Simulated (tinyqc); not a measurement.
Inside a calculation: Boltzmann transport in a parabolic band with a power-law relaxation time. Values are carried at full precision from step to step, so a last printed digit may differ when a step is redone from the rounded ones.

F_j(eta) = (1/Gamma(j + 1)) integral_0^infinity x^j dx/(1 + exp(x - eta)), which tends to exp(eta) for eta << 0.

n = N F_1/2(eta) with N = 2 (m kB T/(4 pi c))^(3/2) with c = hbar^2/2m0, in 1/angstrom^3; times 1e24 for 1/cm^3, m = md.

Constants: hbar^2/2m0 = 3.80998211 eV angstrom^2; kB = 8.617333262e-05 eV/K.

Parameters, chosen for this exercise (masses near those of InAs; tau0 is set for a mobility of the usual size at this n, kL is a free input; freeze-out and phonon drag, which matter near 77 K, are left out; not measured data):
- n = 1.5e+16 1/cm^3 (electron density)
- md = 0.026 m0 (density-of-states mass)
- T = 200 K
- r = -0.5 (exponent of tau)
- tau0 = 820 fs (tau at E = kT)
- mc = 0.0258 m0 (conductivity mass)
- kL = 17 W/(m K) (lattice thermal conductivity)

## Reduced Fermi level

Solve for eta.

N = 5.727e+16 1/cm^3
eta = -1.2474

## Integrals for r = -0.5 (acoustic phonons)

tau = tau0 x^r with x = E/kT. With K_j = Gamma(j + 1) F_j(eta): <tau> = tau0 (r + 3/2) K_(r+1/2)/((3/2) K_(1/2)); mu = <tau>/(mc m0/e), m0/e = 5.685630e-12 kg/C; Hall factor rH = (3/2) K_(1/2) (2r + 3/2) K_(2r+1/2)/((r + 3/2) K_(r+1/2))^2; Seebeck S = -(kB/e) [(r + 5/2) K_(r+3/2)/((r + 3/2) K_(r+1/2)) - eta]; Lorenz number L = (kB/e)^2 [(r + 7/2) K_(r+5/2)/((r + 3/2) K_(r+1/2)) - ((r + 5/2) K_(r+3/2)/((r + 3/2) K_(r+1/2)))^2]; kB/e in V/K. Valley anisotropy is left out of rH.

Evaluate F_j and K_j for j = 1/2, r + 1/2, r + 3/2, r + 5/2 and 2r + 1/2 (each value once).

F_j and K_j:
```
j         F_j      K_j
0.5   0.26194  0.23214
0.0   0.25251  0.25251
1.0   0.26890  0.26890
2.0   0.27773  0.55545
-0.5  0.23988  0.42518
```

## Transport coefficients

Form the ratios; u is the mean energy carried, in kT.

<tau>/tau0 = 0.725
rH = 1.161
u = 2.130
S = -291.0 microvolt/K
L = 1.532 1e-8 W ohm/K^2

The non-degenerate limits are rH = 1.178, u = r + 5/2 = 2 and L = (r + 5/2)(kB/e)^2 = 1.485; the degenerate ones are rH = 1 and L = 2.443.

## Mobility, conductivity and figure of merit

mu = <tau>/(mc m0/e) with m0/e = 5.685630e-12 kg/C; sigma = e n mu, e = 1.602176634e-19 C; Hall mobility rH mu; power factor S^2 sigma; ZT = S^2 sigma T/(kL + L sigma T), all in SI units.

mu = 4.05e+04 cm^2/(V s)
Hall mobility = 4.71e+04 cm^2/(V s)
sigma = 97.4 S/cm
power factor = 0.825 mW/(m K^2)
electronic thermal conductivity = 0.0299 W/(m K)
ZT = 0.0097

A Hall measurement read with rH = 1 would give a density of 1.29e+16 1/cm^3. Electrons carry 0.18 % of the heat.

## Checks

- Seebeck coefficient against direct integration over -df/dE (microvolt/K): both -291.0.

(tinyqc, `OMP_NUM_THREADS=1 python tinyqc.py 1681233 1681234 out.jsonl`, Intel(R) Xeon(R) Processor @ 2.30GHz, 1 thread, shared host, about 0.01 s.)
